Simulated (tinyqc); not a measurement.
Deformation-potential model of the L valleys of a conduction band: one step. Conductivity mass tensor. Three cases, with inputs chosen for the exercise.

Task: With one scattering time for all valleys the conductivity goes as M = sum_i n_i (inverse mass tensor of valley i); along the unit vector u, 1/m_c = u.M.u. Without stress 1/m_c = (1/ml + 2/mt)/3. Take u along [110].

Valleys with axes along [111], [1-1-1], [-11-1] and [-1-11], one whole valley each. Herring-Vogt shift of a valley with unit axis a: dE = Xd tr(e) + Xu a.e.a. Non-degenerate shares n_i = exp(-dE_i/kT)/sum_j exp(-dE_j/kT). Inverse mass tensor of a valley: (1 - a a)/mt + a a/ml; the masses are taken as independent of strain.

Case 1.

Values chosen (out of a larger set: near those of Ge; not measured data): ml = 1.632 m0 (longitudinal mass); mt = 0.08 m0 (transverse mass).

shares: [111] 0.497870, [1-1-1] 0.002130, [-11-1] 0.002130, [-1-11] 0.497870

Case 2.

Values chosen (out of a larger set: near those of Ge; not measured data): ml = 1.609 m0 (longitudinal mass); mt = 0.082 m0 (transverse mass).

shares: [111] 0.946115, [1-1-1] 0.017962, [-11-1] 0.017962, [-1-11] 0.017962

Case 3.

Values chosen (out of a larger set: near those of Ge; not measured data): ml = 1.606 m0 (longitudinal mass); mt = 0.082 m0 (transverse mass).

shares: [111] 0.250000, [1-1-1] 0.250000, [-11-1] 0.250000, [-1-11] 0.250000

Give: M; m_c along [110]; m_c without stress.

Result:

Case 1.

M (1/m0), rows x, y, z and columns alike:
```
[[8.538, -3.929, 0.000],
 [-3.929, 8.538, 0.000],
 [0.000, 0.000, 8.538]]
```

m_c along [110] = 0.2170 m0
m_c without stress = 0.1171 m0

The repopulation alone changes the mobility along [110] by -46.0 %; with all electrons in the valleys lightest or heaviest along this direction it would change by +46 or -46 %.

Case 2.

M (1/m0), rows x, y, z and columns alike:
```
[[8.337, -3.581, -3.581],
 [-3.581, 8.337, -3.581],
 [-3.581, -3.581, 8.337]]
```

m_c along [110] = 0.2102 m0
m_c without stress = 0.1199 m0

The repopulation alone changes the mobility along [110] by -42.9 %; with all electrons in the valleys lightest or heaviest along this direction it would change by +46 or -46 %.

Case 3.

M (1/m0), rows x, y, z and columns alike:
```
[[8.338, 0.000, 0.000],
 [0.000, 8.338, 0.000],
 [0.000, 0.000, 8.338]]
```

m_c along [110] = 0.1199 m0
m_c without stress = 0.1199 m0

The mobility along [110] does not change; with all electrons in the valleys lightest or heaviest along this direction it would change by +46 or -46 %.

Computed by tinyqc, one run a case: `OMP_NUM_THREADS=1 python tinyqc.py N N+1 out.jsonl` with N = 1081043, 1081363, 1081502; one thread of a shared Intel(R) Xeon(R) Processor @ 2.30GHz, about 0.02 s a run at most.
